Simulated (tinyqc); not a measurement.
## Joule-heated wire on a substrate, fin equation: effect of the width of the hot spot as a share of L

A wire of length L loses heat along itself to two contacts and sideways to the substrate: kap A theta'' - g theta + p = 0 with theta = T - T0 and p(x) = p0 exp(-((x/L - x0)/sg)^2/2). The ends are held at T0. Constant conductivity, diffusive heat flow.

The equation is solved on 800 equal steps and the peak is the largest node value. LH = sqrt(kap A/g); the share is the integral of g theta over that of p.

Parameters, values chosen for the exercise:
```
symbol  value     unit                                  meaning
kap        30  W/(m K)              conductivity along the wire
A         150     nm^2                            cross-section
g        0.89  W/(m K)  conductance per length to the substrate
L         290       nm              length between the contacts
Rc          0     K/uW       thermal resistance of each contact
p0       0.18    uW/nm                  peak heating per length
x0       0.62             place of the hot spot as a share of L
```

The same in every row: LH (nm) = 71.11; L/LH = 4.078.

Result of one run:
```
sg	peak theta (K)	peak/(p0/g)	share to the substrate (%)
0.03	26.62	0.1316	71.06
```

What becomes of these results when the width of the hot spot as a share of L sg is changed from 0.03 to 0.06, all else the same?

Result of the changed run:
```
sg	peak theta (K)	peak/(p0/g)	share to the substrate (%)
0.06	48.33	0.2389	70.41
```

The whole series:
```
sg	peak theta (K)	peak/(p0/g)	share to the substrate (%)
0.03	26.62	0.1316	71.06
0.06	48.33	0.2389	70.41
0.09	66.01	0.3264	69.28
0.12	80.35	0.3973	67.69
0.15	91.89	0.4544	65.87
0.18	101.2	0.5002	64.12
0.21	108.6	0.5371	62.56
0.24	114.7	0.5671	61.19
```

As sg goes from 0.03 to 0.24, the peak theta rises from 26.6 to 115 K and the share of heat to the substrate falls from 71.1 to 61.2 %; L/LH is 4.08 throughout.

Program tinyqc, `OMP_NUM_THREADS=1 python tinyqc.py 2520068 2520069 out.jsonl`; Intel Xeon 2.30GHz, shared host, one thread, about 0.01 s.
